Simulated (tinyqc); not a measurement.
Composition of the layer: band edges of strained Si(1-x)Ge(x) on relaxed Si(1-y)Ge(y).

Values are linear in the Ge fraction but for ED(x) = linear - CD x (1 - x) and a(x) = linear - Ca x (1 - x). Energies are on the common scale of Ev.

Coherent growth on a (001) face: e_par = (a(y) - a(x))/a(x), e_perp = -2 (C12/C11) e_par; exx = eyy = e_par, ezz = e_perp, no shear.

A valley with unit axis u lies at Ev + gap + (av + a_valley) tr(e) + Xu (u.e.u - tr(e)/3); the Delta axes are x, y, z and the L axes [111], [1-1-1], [-11-1], [-1-11]. The second-order shift of the Delta valleys under shear is left out; it lowers the pair normal to the sheared plane by tens of meV at a shear of 1 %.

Valence edges: Ev plus the levels of the 6 x 6 matrix of X, Y, Z times spin with -Dso/3 + l exx + m (eyy + ezz) on the diagonal (cyclic), n exy off it, l = av + 2 b, m = av - b, n = sqrt(3) d. Spin-orbit term (Dso/3) L.sigma on X, Y, Z with (L_k)_ij = -i epsilon_kij: <X+|H|Y+> = -i Dso/3, <X+|H|Z-> = Dso/3, <Y+|H|Z-> = -i Dso/3, <Z+|H|X-> = -Dso/3, <Z+|H|Y-> = i Dso/3, <X-|H|Y-> = i Dso/3, and their conjugates; + and - are the spin along z.

Inputs chosen for the exercise (end members near Si and Ge, in this order; the results hold for these values, not for the real material): a = (5.427, 5.658) angstrom (lattice constant); Dso = (0.044, 0.294) eV (spin-orbit splitting); av = (2.45, 1.25) eV (valence hydrostatic potential); b = (-2.08, -2.53) eV (tetragonal shear potential); d = (-4.76, -5.24) eV (trigonal shear potential); C11 = (163.6, 128.2) GPa; C12 = (64.7, 48) GPa; C44 = (80.6, 67.7) GPa; Ev = (0, 0.63) eV (top of the unstrained valence band); ED = (1.173, 0.949) eV (gap to the Delta valleys); EL = (2.019, 0.731) eV (gap to the L valleys); aD = (1.63, 1.31) eV (hydrostatic potential of the Delta gap); aL = (-2.92, -3.04) eV (hydrostatic potential of the L gap); XuD = (9.07, 9.27) eV (uniaxial potential, Delta); XuL = (15.55, 15.05) eV (uniaxial potential, L); CD = 0.201 eV (bowing of the Delta gap); Ca = 0 angstrom (bowing of the lattice constant); face = 001 (growth face); y = 0.3 (Ge fraction of the relaxed buffer).

The buffer is kept. dEc = Ec(buffer) - Ec(layer), dEv = Ev(layer) - Ev(buffer); buffer edges Ev(y) and Ev(y) + min(ED, EL). The digit behind Delta or L counts whole valleys.

Results:
```
x     e_par (%)  lowest valleys  gap (eV)  next valleys above (meV)  valence splitting (meV)  dEc (eV)  dEv (eV)
0.00       1.28          Delta2     0.977                       207                      131     0.155    -0.068
0.12       0.76          Delta2     1.014                       124                       73     0.099    -0.049
0.24       0.25          Delta2     1.048                        41                       21     0.035    -0.020
0.49      -0.79          Delta4     0.923                       129                       51     0.006     0.134
0.61      -1.29          Delta4     0.843                       209                       74    -0.001     0.222
0.73      -1.78          Delta4     0.768                       288                       96    -0.016     0.312
0.85      -2.26          Delta4     0.699                       213                      115    -0.039     0.404
```

Give the missing row, x = 0.36.

Computed row:
```
x     e_par (%)  lowest valleys  gap (eV)  next valleys above (meV)  valence splitting (meV)  dEc (eV)  dEv (eV)
0.36      -0.25          Delta4     1.018                        41                       18     0.004     0.042
```

The gap is 0.977 eV in the first row and 0.699 eV in the last, with its largest listed value, 1.048 eV, at x = 0.24. The lowest valleys change: Delta2 to Delta4 between x = 0.24 and 0.36. Per 0.1 of x the valence offset moves by +56 meV on average; the conduction offset lies between -39 and +155 meV, not monotonically. Both carriers sit on one side for x = 0.36 and 0.49, and on opposite sides elsewhere. Offsets below about 30 meV are within the spread of parameter sets, so those rows do not settle the type. Strains above 2 % can be kept only in layers of a few nanometres.

Program tinyqc; command `OMP_NUM_THREADS=1 python tinyqc.py 1050828 1050829 out.jsonl`; about 0.02 s on one thread of a shared Intel(R) Xeon(R) Processor @ 2.30GHz.
